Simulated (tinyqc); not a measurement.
Implanted layer, carriers, mobility and sheet resistance: effect of the temperature.

An n-type layer from the surface x = 0 to the junction xj, N(x) = N0 exp(-(x - Rp)^2/(2 sg^2)). Local neutrality (no depletion at surface or junction, no spilling of carriers), intrinsic carriers neglected, full ionisation of active dopants.

xj = Rp + sg sqrt(2 ln(N0/Nb)). Active dopant A = min(N, Ns); n = A - Nb; mobility mu = m1 + (m2 (T/300 K)^(-bt) - m1)/(1 + ((A + Nb)/Nr)^am). Dose = integral of N, carrier sheet density = integral of n, 1/Rs = q integral of n mu, mean mobility 1/(q Rs sheet density), Hall mobility (unit Hall factor) = integral of n mu^2 over integral of n mu, Hall sheet density = (integral of n mu)^2/integral of n mu^2; all from 0 to xj. Integrals on 4000 steps.

Inputs (values chosen for the exercise); values close to those of phosphorus in silicon over a p-type background:

| symbol | value | unit | meaning |
|---|---|---|---|
| Nb | 1.3e14 | cm^-3 | background doping of the opposite type |
| N0 | 7.1e19 | cm^-3 | peak chemical concentration |
| m1 | 70 | cm^2/(V s) | mobility limit at high doping |
| m2 | 1380 | cm^2/(V s) | mobility limit at low doping, at 300 K |
| Nr | 9.4e16 | cm^-3 | reference doping of the mobility law |
| am | 0.719 |  | exponent of the mobility law |
| bt | 2.3 |  | temperature exponent of m2 |
| Ns | 4.05e20 | cm^-3 | solubility limit of active dopant |
| sg | 110 | nm | straggle after annealing |
| Rp | 130 | nm | projected range |

Constants: q = 1.602176634e-19 C. Results are converted to the units shown.

The same in every row: xj (nm) = 695.4; dose (cm^-2) = 1.725e15; carriers (cm^-2) = 1.725e15.

Results:
```
T (K)  Rs (ohm/square)  mean mobility (cm^2/(V s))  Rs xj (ohm nm)  Hall/true sheet density
150              23.39                       154.7         1.626e4                   0.6723
250              37.86                       95.54         2.633e4                   0.8958
300              41.82                       86.49         2.908e4                   0.9442
350              44.49                       81.31         3.094e4                   0.9695
400              46.33                       78.08         3.222e4                   0.9829
```

Estimate the missing row, T = 200 K.

Computed row:
```
T (K)  Rs (ohm/square)  mean mobility (cm^2/(V s))  Rs xj (ohm nm)  Hall/true sheet density
200              31.94                       113.3         2.221e4                   0.8082
```

With this row back in the table: As T goes from 150 to 400, xj stays at 695 nm, Rs rises from 23.4 to 46.3 ohm/square, the mean mobility falls from 155 to 78.1 cm^2/(V s) and the share of the dose that conducts stays at 100 %.

tinyqc, about 0.01 s, one thread, Intel Xeon 2.30GHz (shared host): `OMP_NUM_THREADS=1 python tinyqc.py 2110121 2110122 out.jsonl`
